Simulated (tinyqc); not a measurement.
What moves the results: Shockley state of an s-p chain by decimation. A value that a table varies takes the place of the one given here.

Each site has s at -d/2 and p at +d/2: H0 = diag(-d/2, d/2). The block to the next site on the right is H1 = [[-ts, u], [-u, tp]] (rows s, p of site n; columns s, p of site n + 1). Bulk: H(k) = [[-d/2 - 2 ts cos k, 2i u sin k], [-2i u sin k, d/2 + 2 tp cos k]]. The bands are inverted at k = pi if d < 2 (ts + tp).

Decimation (Sancho-Rubio) at z = E + i eta: start with es = e = H0, A = H1, B = H1^T. Each round forms g = (z - e)^-1 and sets es += A g B, e += A g B + B g A, A = A g A, B = B g B, doubling the length covered. Stop when all |A| < 1e-10. Surface G = (z - es)^-1, bulk G = (z - e)^-1; densities -Im tr G/pi.

Values chosen for the exercise:

| symbol | value | unit | meaning |
|---|---|---|---|
| d | 2.41 | eV | Ep - Es |
| ts | 1.24 | eV | s-s hopping |
| tp | 0.68 | eV | p-p hopping |
| u | 1.28 | eV | s-p hopping |
| eta | 0.01 | eV | broadening |
| E1 | -0.36 | eV | first energy |
| dE | 0.183 | eV | step |
| E | -0.14 | eV | energy |

## Surface against bulk across the gap

Eleven energies E1 + j dE.

Densities (1/eV):

| E (eV) | surface | bulk |
|---|---|---|
| -0.360 | 0.1101 | 0.2124 |
| -0.177 | 0.0492 | 0.5187 |
| 0.006 | 0.0181 | 0.0076 |
| 0.189 | 0.0724 | 0.0033 |
| 0.372 | 3.5975 | 0.0024 |
| 0.555 | 0.0465 | 0.0023 |
| 0.738 | 0.0140 | 0.0026 |
| 0.921 | 0.0076 | 0.0037 |
| 1.104 | 0.0062 | 0.0082 |
| 1.287 | 0.0340 | 0.6694 |
| 1.470 | 0.1244 | 0.2505 |

edges of the bulk gap (201 k points) (eV): -0.1550  1.2750

What does this show?

Inside the gap the bulk density is only the tail of the broadening, at least 0.0023. The surface density peaks at 0.372 eV among these rows (3.598); a chain of 60 sites puts the surface level at 0.3515 eV.

## Through the band inversion

d = f 2 (ts + tp). Gap edges from 201 k points; levels in the gap from an open chain of 60 sites (their mean, and the weight on the two end sites summed over them, divided by their number); a dash: none.

Against d:

| f | d (eV) | top of lower band (eV) | bottom of upper band (eV) | levels in the gap | mean level (eV) | end weight |
|---|---|---|---|---|---|---|
| 0.10 | 0.384 | -1.1680 | 1.5520 | 2 | 0.0560 | 0.963 |
| 0.30 | 1.152 | -0.7840 | 1.9040 | 2 | 0.1680 | 0.885 |
| 0.50 | 1.920 | -0.4000 | 1.5200 | 2 | 0.2800 | 0.730 |
| 0.70 | 2.688 | -0.0160 | 1.1360 | 2 | 0.3920 | 0.496 |
| 0.85 | 3.264 | 0.2720 | 0.8480 | 2 | 0.4760 | 0.270 |
| 1.15 | 4.416 | 0.2720 | 0.8480 | 0 | - | - |
| 1.30 | 4.992 | -0.0160 | 1.1360 | 0 | - | - |
| 1.60 | 6.144 | -0.5920 | 1.7120 | 0 | - | - |

What can be read from the table?

Levels in the gap appear for f = 0.1, 0.3, 0.5, 0.7 and 0.85 and for none of the other rows; the gap closes at f = 1. The level lies at 0.0560 eV for f = 0.1 and 0.4760 eV for f = 0.85, on the line E = d (ts - tp)/(2 (ts + tp)), and its end weight goes from 0.96 to 0.27: no shift of the surface potential is needed, the inversion alone binds it.

## What each parameter does

Gap edges from 201 k points between 0 and pi, and the surface density at E by decimation. Each row changes one parameter from the base and keeps the others.

Results:

| case | top of lower band (eV) | bottom of upper band (eV) | surface density (1/eV) |
|---|---|---|---|
| base | -0.1550 | 1.2750 | 0.0173 |
| d = 2.651 eV | -0.0345 | 1.1545 | 0.0986 |
| ts = 1.364 eV | -0.1550 | 1.5230 | 0.0156 |
| tp = 0.748 eV | -0.2910 | 1.2750 | 0.0125 |
| u = 1.408 eV | -0.1550 | 1.2750 | 0.0170 |
| eta = 0.02 eV | -0.1550 | 1.2750 | 0.0325 |

How do the results move?

The largest shifts from the base row, up to three for each result and ties (the steps differ in size, so this ranks the rows, not the parameters). top of lower band (eV): tp -0.1360, d +0.1205; unchanged at the printed digits by ts, u and eta. bottom of upper band (eV): ts +0.2480, d -0.1205; unchanged at the printed digits by tp, u and eta. surface density (1/eV): d +0.0813, eta +0.0152, tp -0.0048. The base chain is inverted, so a surface state lies in the gap; E lies in the gap.

(tinyqc, `OMP_NUM_THREADS=1 python tinyqc.py 1480259 1480260 out.jsonl`, Intel(R) Xeon(R) Processor @ 2.30GHz, 1 thread, shared host, about 0.2 s.)
